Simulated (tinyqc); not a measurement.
MOS inversion layer, Poisson-Schroedinger loop: one step of the calculation.

Electrons confined at an insulator interface at z = 0, treated as a hard wall; parabolic valleys, Hartree approximation, no image or exchange terms. The depletion charge lies far deeper than the electrons and gives a uniform field q Nd/(eps0 eps_r); the gate balances all charge. Energies are counted from the band edge at the interface.

Question. Density, output potential and mixing. n_i = sum_k N_k |psi_k|^2 (converted to cm^-3). Hartree part by Gauss: on the interval before node i the electrons still beyond are S_i = Ns - hz sum_(j<i) n_j, and U_i = U_(i-1) + q S_i hz/(eps0 eps_r) in eV, U_0 = 0 at the interface. Mixing: U(new) = U + a (U(out) - U).

Values chosen for this exercise; masses and permittivity close to those of silicon (100):
```
symbol   value   unit                     meaning
eps_r     11.8              relative permittivity
Ns      6.1e11  cm^-2  sheet density of electrons
a          0.7                      mixing factor
```

Constants: q = 1.602176634e-19 C, eps0 = 8.8541878128e-14 F/cm where lengths are in cm. Results are converted to the units shown.

columns A: node; B: z (nm); C: U after round 1 (1e-3 eV); D: |psi|^2 of A1 (1/nm); E: |psi|^2 of A2 (1/nm); F: |psi|^2 of B1 (1/nm); G: |psi|^2 of B2 (1/nm)
```
A       B          C           D           E           F           G
1    0.75  4.9109871  0.49427073  0.35315197  0.12341167  0.11331720
2     1.5  8.1315059  0.55996072  0.00214446  0.31321765  0.17094214
3    2.25  9.4070909  0.22304800  0.32173045  0.36054567  0.04649470
4       3  9.7925661  0.04851100  0.42253498  0.27320457  0.01070267
5    3.75  9.8887929  0.00681336  0.18404592  0.15498487  0.14035696
6     4.5  9.9088297  0.00067625  0.04270961  0.07016635  0.25942285
7    5.25  9.9127116  0.00005023  0.00630978  0.02634159  0.25863762
8       6  9.9135485  0.00000291  0.00065278  0.00841368  0.17853868
9    6.75  9.9137583  0.00000013  0.00005022  0.00232925  0.09438536
10    7.5  9.9138134  0.00000001  0.00000300  0.00056683  0.04032608
11   8.25  9.9138274  0.00000000  0.00000014  0.00012260  0.01439297
12      9  9.9138307  0.00000000  0.00000001  0.00002376  0.00438194
13   9.75  9.9138314  0.00000000  0.00000000  0.00000414  0.00114687
14   10.5  9.9138316  0.00000000  0.00000000  0.00000064  0.00025073
15  11.25  9.9138316  0.00000000  0.00000000  0.00000007  0.00003656
```

N_k (cm^-2): A1 5.6754734e11, A2 3.5268943e10, B1 7.1333510e9, B2 5.0365313e7

Wanted: n; U(out); U after round 2.

Answer.

```
node  n (1e18 cm^-3)  U(out) (eV)  U after round 2 (eV)
1              2.939      0.00702               0.00638
2              3.201      0.01150               0.01049
3              1.405      0.01322               0.01207
4              0.444      0.01372               0.01254
5              0.115      0.01385               0.01266
6              0.024      0.01387               0.01268
7              0.005      0.01388               0.01269
8              0.001      0.01388               0.01269
9              0.000      0.01388               0.01269
10             0.000      0.01388               0.01269
11             0.000      0.01388               0.01269
12             0.000      0.01388               0.01269
13             0.000      0.01388               0.01269
14             0.000      0.01388               0.01269
15             0.000      0.01388               0.01269
```

tinyqc, about 0.8 s, one thread, Intel Xeon 2.30GHz (shared host): `OMP_NUM_THREADS=1 python tinyqc.py 2160134 2160135 out.jsonl`
